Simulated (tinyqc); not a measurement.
# Ferroelectric hysteresis, discrete Preisach model: First-order reversal: partial erase after a full write

25 bistable elements (j, k) switch to +1 when V reaches u_j and to -1 when V falls to -u_k, and keep their state between. P = Ps sum w_jk s_jk. All elements start at -1. No time dependence and no dielectric part.

w_jk is proportional to exp[-(a_j^2 + a_k^2 - 2 cr a_j a_k)/(2 (1 - cr^2))], a_j = (u_j - Vc)/sg, and the weights sum to one. Sequence: +2.5 V, then -Vr (state P1), then +Vr (state P2), then -Vr again (P3).

Parameters, values chosen for the exercise: saturation polarisation Ps = 11 uC/cm^2; mean coercive voltage Vc = 0.91 V; spread of the switching voltages sg = 0.52 V; list of the u_j up = [0.25, 0.75, 1.25, 1.75, 2.25] V; correlation of up and down voltages cr = 0.

First-order reversal: partial erase after a full write:
```
Vr (V)	P1 (uC/cm^2)	P2 (uC/cm^2)	P3 (uC/cm^2)
0	11.00	11.00	11.00
0.5	7.09	7.79	7.09
1	-1.25	5.57	-1.25
1.5	-8.31	8.64	-8.31
2	-10.68	10.69	-10.68
2.5	-11.00	11.00	-11.00
```

Read the table: what changes, and by how much?

P1 falls from 11.0 to -11.0 uC/cm^2; the largest single drop, 8.34 uC/cm^2, comes between Vr = 0.5 and 1 V. P3 equals P1 in every row: a minor loop closes on itself (return-point memory). The height P2 - P1 of the minor loop goes from 0.694 uC/cm^2 at Vr = 0.5 V to 22.0 at full amplitude.

Numbers from tinyqc (`OMP_NUM_THREADS=1 python tinyqc.py 2860051 2860052 out.jsonl`; about 0.01 s on one thread of a shared Intel Xeon 2.30GHz).
